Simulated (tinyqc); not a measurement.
Size of the sine basis: hole subbands of a hard-walled well, four-band Luttinger model.

Hole energies are counted downwards from the unstrained band edge, c = hbar^2/2m0. After the usual block transformation one block is H = [[P + Q - Zs, R - i S], [R + i S, P - Q + Zs]] in (heavy, light), with P +/- Q = c [(g1 +/- g2) k^2 + (g1 -/+ 2 g2) kz^2], R = sqrt(3) c gR k^2, S = 2 sqrt(3) c g3 k kz, kz = -i d/dz; axial approximation gR = (g2 + g3)/2. Zs = b (e_par - e_perp) is the shear part of the strain (the hydrostatic part shifts all levels alike and is left out). Basis sqrt(2/L) sin(n pi z/L), n = 1 to N, for each component: kz^2 gives (n pi/L)^2 and the heavy-light block is R delta_nm - 2 sqrt(3) c g3 k D_nm with D_nm = 4 n m/(L (n^2 - m^2)) for n + m odd, 0 otherwise. The other block has the same levels. The split-off band is left out.

Constants: hbar^2/2m0 = 3.80998211 eV angstrom^2.

Values chosen for the exercise (near those of AlAs; shifted at random, so the results belong to these values and not to a real crystal): g1 = 3.76 (Luttinger gamma1); g2 = 0.82 (gamma2); g3 = 1.41 (gamma3); L = 115 angstrom (well width along [001]); k = 0.0232 1/angstrom (wave vector in the plane).

shear strain energy Zs = 0.029745 eV

The four lowest hole energies at the given k for growing N.

Hole energies (meV):
```
N        E1      E2      E3      E4
2   -15.453   1.581  53.378  98.246
3   -15.508  -0.214  29.181  53.279
4   -15.542  -0.261  26.699  52.122
6   -15.556  -0.362  26.521  51.932
10  -15.562  -0.393  26.465  51.896
20  -15.564  -0.400  26.451  51.889
40  -15.564  -0.401  26.449  51.888
80  -15.564  -0.402  26.448  51.888
```

Is N = 3 enough for 1 meV in the two lowest levels?

Yes: against N = 80, N = 3 errs by up to 0.19 meV in E1 and E2, always upwards, as a variational basis must. Both are within 0.1 meV of N = 80 from N = 6 on; N = 40 and N = 80 differ by 1.2e-04 meV at most.

(tinyqc, `OMP_NUM_THREADS=1 python tinyqc.py 1281204 1281205 out.jsonl`, Intel(R) Xeon(R) Processor @ 2.30GHz, 1 thread, shared host, about 0.1 s.)
